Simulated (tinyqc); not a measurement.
Longitudinal sound in a periodic multilayer: transfer matrices, stop bands and folded phonons: one step, computed by the program tinyqc. Command: `OMP_NUM_THREADS=1 python tinyqc.py 3024358 3024359 out.jsonl multilayer walk`. One thread of a shared host (Intel(R) Xeon(R) Processor @ 2.30GHz), about 0.01 s of CPU time with the checks.

Layers 1 and 2 repeat with period d = d_1 + d_2; waves travel normal to the layers, without loss. State vector (u, s): displacement u and stress divided by omega. Impedances Z = rho v are in 1e6 kg/(m^2 s).

Task: Transfer matrix of one period. A layer maps (u, s) by [[cos p, sin p/Z], [-Z sin p, cos p]], p = 2 pi f d_i/v_i; one period is M = M_2 M_1, and cos(q d) = trace(M)/2.

Inputs (values chosen for the exercise, modelled on gallium arsenide (layer 1), aluminium arsenide (layer 2) and gallium arsenide (substrate)): velocity v_1 = 4800 m/s; thickness d_1 = 20.6 nm; velocity v_2 = 5650 m/s; thickness d_2 = 24.6 nm; frequency f = 35.2 GHz.

Z_2 = 21.5265

Z_1 = 25.584

Give: phase p_1; phase p_2; M; trace(M)/2.

Result:

phase p_1 = 0.9492 rad

phase p_2 = 0.9630 rad

M:
$$\begin{pmatrix}
-0.4605 & 0.04035 \\
-22.17 & -0.2289
\end{pmatrix}$$

trace(M)/2 = -0.3447

|trace/2| < 1: f lies in a pass band, with q d = 1.9227 rad (folded into 0 to pi).
